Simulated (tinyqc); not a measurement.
The product rho l across metals: free and nearly free electrons in a metal.

Constants: hbar^2/2m0 = 3.80998211 eV angstrom^2; hbar = 6.58211957e-16 eV s.

Free electrons with m = 1; fcc cells hold 4 atoms and bcc cells 2; n = atoms z/a^3, kF = (3 pi^2 n)^(1/3), rho l = hbar kF/(n e^2), e = 1.602176634e-19 C. Inputs are chosen for the exercise.

Cases:

| case | lattice | a (angstrom) | z | rho (micro-ohm cm) |
|---|---|---|---|---|
| near Ag | fcc | 4.060 | 1 | 1.60 |
| near Al | fcc | 4.033 | 3 | 2.49 |
| near Cu | fcc | 3.605 | 1 | 1.72 |
| near K | bcc | 5.226 | 1 | 6.93 |
| near Ca | fcc | 5.565 | 2 | 3.30 |
| near Na | bcc | 4.258 | 1 | 4.48 |

Rank the cases by rho l (1e-16 ohm m^2), lowest first.

Answer: near Al, near Cu, near Ag, near Ca, near Na, near K.

Results:

| case | lattice | a (angstrom) | z | rho (micro-ohm cm) | kF (1/angstrom) | EF (eV) | l (nm) | rho l (1e-16 ohm m^2) |
|---|---|---|---|---|---|---|---|---|
| near Ag | fcc | 4.060 | 1 | 1.60 | 1.210 | 5.57 | 52.0 | 8.31 |
| near Al | fcc | 4.033 | 3 | 2.49 | 1.756 | 11.75 | 15.8 | 3.94 |
| near Cu | fcc | 3.605 | 1 | 1.72 | 1.362 | 7.07 | 38.1 | 6.55 |
| near K | bcc | 5.226 | 1 | 6.93 | 0.746 | 2.12 | 31.6 | 21.87 |
| near Ca | fcc | 5.565 | 2 | 3.30 | 1.112 | 4.71 | 29.8 | 9.84 |
| near Na | bcc | 4.258 | 1 | 4.48 | 0.915 | 3.19 | 32.4 | 14.52 |

rho l falls as n^(-2/3): it is lowest for the case near Al and highest for near K. The lowest bulk rho belongs to near Ag; in very narrow wires, where rho l rules, the order changes. Real Fermi surfaces depart from spheres, most for the polyvalent and noble metals.

Computed by tinyqc, a small Python program: `OMP_NUM_THREADS=1 python tinyqc.py 1681206 1681207 out.jsonl` (the numbers bound the seed that draws the inputs); one thread of a shared host (Intel(R) Xeon(R) Processor @ 2.30GHz), about 0.01 s for the whole set of steps.
